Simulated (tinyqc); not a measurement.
Worked calculation: coherent transport through a tight-binding region between two chains. Computed by tinyqc, a small Python program that keeps every step. Settings: temperature = 4, mu = -0.29. Command: `OMP_NUM_THREADS=1 python tinyqc.py 24551 24552 out.jsonl` (the two numbers bound the seeds that draw the settings). One thread of a shared host (Intel(R) Xeon(R) Processor @ 2.60GHz), about 0.09 s of CPU time with the checks.

## Transmission at E = -0.48 eV

H of the central region (eV), lower triangle:
```
           1          2          3          4          5         6
1  -0.250000
2  -0.950000   0.590000
3   0.000000  -0.950000  -0.240000
4   0.000000   0.000000  -0.950000   0.090000
5   0.000000   0.000000   0.000000  -0.950000   0.560000
6  -0.950000   0.000000   0.000000   0.000000  -0.950000  0.850000
```

Leads: semi-infinite chains with site energy 0:
```
parameter                           value
lead hopping t (eV)              2.380000
coupling to the left lead (eV)   0.430000
coupling to the right lead (eV)  0.490000
left contact site                       1
right contact site                      2
```

E = -0.480000 eV

Surface Green function g = (E - i sqrt(4 t^2 - E^2)) / (2 t^2); self-energy tc^2 g on each contact site; G = (E - H - Sigma)^(-1); Gamma = -2 Im Sigma; T = Gamma_L Gamma_R |G_LR|^2; local density of states -Im G_ii / pi.

g = -0.042370-0.418026i 1/eV

G (1/eV), lower triangle:
```
                     1                    2                    3                   4
1   0.999780-0.176807i
2   0.804591-0.566032i   4.300423-2.619873i
3  -0.161974-0.539667i   4.768833-2.811060i   5.185130-3.100202i
4  -0.845511+0.429695i  -3.095665+1.909710i  -2.406274+2.027851i  2.487764-1.397411i
5  -0.345332+0.797484i  -6.626233+3.956886i  -6.628894+4.316913i  4.951565-2.866298i
6   0.467463+0.443341i  -4.158316+2.422039i  -4.850620+2.698033i  2.932896-1.740431i

                    5                   6
5  9.599833-6.036692i
6  6.610358-3.742291i  4.303707-2.356393i
```

local density of states (1/eV): 0.056280  0.833931  0.986825  0.444810  1.921539  0.750063

transmission = 0.030031

## Transmission across the band

The same steps on a grid of energies.

T(E):
```
E (eV)              T
-4.52200000  0.000008
-4.06980000  0.000036
-3.61760000  0.000100
-3.16540000  0.000259
-2.71320000  0.000751
-2.26100000  0.003190
-1.80880000  0.127633
-1.35660000  0.002408
-0.90440000  0.199100
-0.45220000  0.020371
0.00000000   0.007005
0.45220000   0.007394
0.90440000   0.019031
1.35660000   0.091610
1.80880000   0.000105
2.26100000   0.745354
2.71320000   0.002576
3.16540000   0.000547
3.61760000   0.000174
4.06980000   0.000057
4.52200000   0.000012
```

levels of the isolated region (eV): -1.718033  -0.928547  -0.506977  1.087176  1.403995  2.262385

## Current

I = (2e/h) int T(E) [f(E - mu - V/2) - f(E - mu + V/2)] dE at 4 K with mu = -0.29 eV, the bias not changing H; 2e^2/h = 77.48092 microsiemens; the integral runs over the band on 4001 points.

Current:
```
V (volt)  I (microampere)
0.010000         0.007809
0.050000         0.038112
0.100000         0.076667
0.200000         0.157000
0.400000         0.373579
0.800000         0.646093
```
